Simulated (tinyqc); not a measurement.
Density and mobility of a removed layer (differential Hall).

Problem. For layers in parallel the sheet conductance g = 1/Rs and the product g mu_H (mu_H signed, unit Hall factors) are additive. Find the sheet density and mobility of the layer that was removed, and its share of the conductance.

Constants: q = 1.602176634e-19 C. Results are converted to the units shown.

Rs before and after removing the top layer (ohm/square): 3518.3253  3990.7347
apparent mobility before and after, signed (cm^2/(V s)): -574.64487  -680

Answer. The differences give g1 = q n mu and g1 mu = q n mu^2; their ratio is mu and g1^2/(q g1 mu) is n.

sheet density = 1.000e12 cm^-2
mobility = 210.0 cm^2/(V s)
share of the conductance = 11.84 %

tinyqc, about 0.04 s, one thread, Intel Xeon 2.30GHz (shared host): `OMP_NUM_THREADS=1 python tinyqc.py 2850178 2850179 out.jsonl`
